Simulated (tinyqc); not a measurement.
Convergence with the mesh: density of states of one tight-binding band of a chain.

E(k) = -2 t cos(2 pi k) - 2 t2 cos(4 pi k); k in fractions of the reciprocal vectors, mesh k_i = j/N with j = 0 .. N-1. Densities are per cell and per spin, so the band holds one state.

Each interval of the mesh is a segment with E linear in k: n = (E - e1)/(e2 - e1), g = 1/(e2 - e1) between its end values.

Gaussian broadening: g(E) = mean over the mesh of exp(-(E - E_k)^2/(2 sigma^2))/(sigma sqrt(2 pi)), n(E) = mean of erfc((E_k - E)/(sigma sqrt 2))/2.

Parameters, chosen for this exercise: t = 0.5 eV (nearest hopping); t2 = -0.05 eV (second hopping); E = 0.73 eV (energy at which the density is wanted); sigma = 0.1 eV (Gaussian width).

At the energy E; the plain count is the share of mesh points below E; the reference is the linear method with N = 4000.

Results:
```
N    points  g linear  n linear  g Gaussian  n Gaussian  n plain count
8         8    0.6363    0.7646      0.9721      0.7726         0.8750
16       16    0.4348    0.7600      0.5012      0.7618         0.8125
32       32    0.3843    0.7588      0.3712      0.7600         0.7812
64       64    0.3659    0.7584      0.3690      0.7600         0.7656
128     128    0.3580    0.7582      0.3690      0.7600         0.7578
256     256    0.3617    0.7581      0.3690      0.7600         0.7617
```

reference n and g: 0.7581  0.3583

What does the comparison show?

The linear n(E) stays within 0.002 of the reference from N = 16 on. The Gaussian g stays within 1 % of its last value from N = 32 on; it tends to the broadened curve, not the true one. At the last mesh it lies +0.011 1/eV from the reference g and the linear g +0.003. The plain count errs by +0.0036 at the last mesh.

Run: tinyqc, `OMP_NUM_THREADS=1 python tinyqc.py 1681454 1681455 out.jsonl`; Intel(R) Xeon(R) Processor @ 2.30GHz, one thread, shared host; about 0.01 s of CPU time with all checks.
